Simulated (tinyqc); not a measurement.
Inside a calculation. Model: ballistic Schottky-barrier transistor with a one-dimensional channel, WKB contacts.

tinyqc, about 0.04 s, one thread, Intel Xeon 2.30GHz (shared host): `OMP_NUM_THREADS=1 python tinyqc.py 2390002 2390003 out.jsonl` Printed values are rounded.

Source Fermi level 0, drain Fermi level -Vd. Far from the contacts Ec = pn - psi, and the gate moves psi one to one; the band edges relax as exp(-x/lam) from pn at the source and pn - Vd at the drain; Ev = Ec - Eg. A carrier of energy w inside the channel band meets at a contact a barrier of height D (the contact edge beyond the channel edge): T = 1 for w >= D, else exp(-S), S = 4 lam sqrt(m/C) [sqrt(D - w) - sqrt(w) arctan sqrt((D - w)/w)], C = hbar^2/(2 m0). The two contacts combine as Ts Td/(Ts + Td - Ts Td).

Parameters, values chosen for the exercise; channel values close to those of a carbon nanotube: temperature T = 350 K; band gap Eg = 0.842 eV; barrier for electrons at both contacts pn = 0.39 eV; electron mass mn = 0.061 m0; hole mass mp = 0.06 m0; valleys or subbands g = 2; screening length at the contacts lam = 4.4 nm; drain bias Vd = 0.05 V; band shift psi of the channel by the gate ps = -0.46 V; energy of one carrier inside the channel band w0 = 0.21 eV; upper end of the grid wm = 0.72 eV; points of the grid nE = 15.

Constants: q = 1.602176634e-19 C, kB = 1.380649e-23 J/K, hbar = 1.054571817e-34 J s, h = 6.62607015e-34 J s, m0 = 9.1093837015e-31 kg, Vt = kB T/q, hbar^2/(2 m0) = 0.0380998212 eV nm^2. Results are converted to the units shown.

Range of the model: No scattering, image-force lowering, channel charge or band-to-band tunnelling; parabolic kappa overstates S deep in the gap.

## Band edges and barriers

Electrons: Ds = psi, Dd = psi - Vd, Es = Ec, Ed = Ec + Vd. Holes: Ds = -psi, Dd = Vd - psi, Es = -Ev, Ed = -Ev - Vd. The size of each current is taken; both flow from drain to source and add.

Ec = 0.85 eV
Ev = 0.008 eV
D for electrons (eV): source -0.460000, drain -0.510000
D for holes (eV): source 0.460000, drain 0.510000

A negative D is no barrier. Here the holes carry the larger current.

## Transmission of one of the holes

S and T at both contacts for w = w0, and the tunnelling distance lam ln(D/w) at the higher barrier.

S at the source = 2.65338
S at the drain = 3.25026
combined T = 0.0256417
tunnelling distance = 3.90413 nm

## Current of the holes on a coarse grid

I = g (2 q^2/h) int T(w) [f(Es + w) - f(Ed + w)] dw, f(y) = 1/(1 + exp(y/Vt)). Electrons: Ds = psi, Dd = psi - Vd, Es = Ec, Ed = Ec + Vd. Holes: Ds = -psi, Dd = Vd - psi, Es = -Ev, Ed = -Ev - Vd. The size of each current is taken; both flow from drain to source and add. Simpson's rule on nE equally spaced w from 0 to wm.

```
point	w (eV)	Ts	Td	T	size of the supply difference
0	0.000000	3.12147e-7	1.41225e-7	9.72335e-8	0.306551
1	0.051429	3.50018e-4	1.65364e-4	1.12318e-4	0.362696
2	0.102857	0.00384320	0.00190108	0.00127353	0.143045
3	0.154286	0.0193857	0.0100726	0.00667275	0.0316858
4	0.205714	0.0645755	0.0353857	0.0233942	0.00598888
5	0.257143	0.163048	0.0947178	0.0637314	0.00109636
6	0.308571	0.333729	0.206994	0.146466	1.99520e-4
7	0.360000	0.573193	0.383647	0.298403	3.62704e-5
8	0.411429	0.836081	0.615283	0.549051	6.59224e-6
9	0.462857	1	0.857673	0.857673	1.19811e-6
10	0.514286	1	1	1	2.17751e-7
11	0.565714	1	1	1	3.95750e-8
12	0.617143	1	1	1	7.19253e-9
13	0.668571	1	1	1	1.30720e-9
14	0.720000	1	1	1	2.37577e-10
```

current = 0.00543638 uA

A converged quadrature gives 0.005494 uA; this grid is 1.1 % below that. 0.0214 % of it passes over both barriers, the rest tunnels. The other carrier adds 2.18e-12 uA.
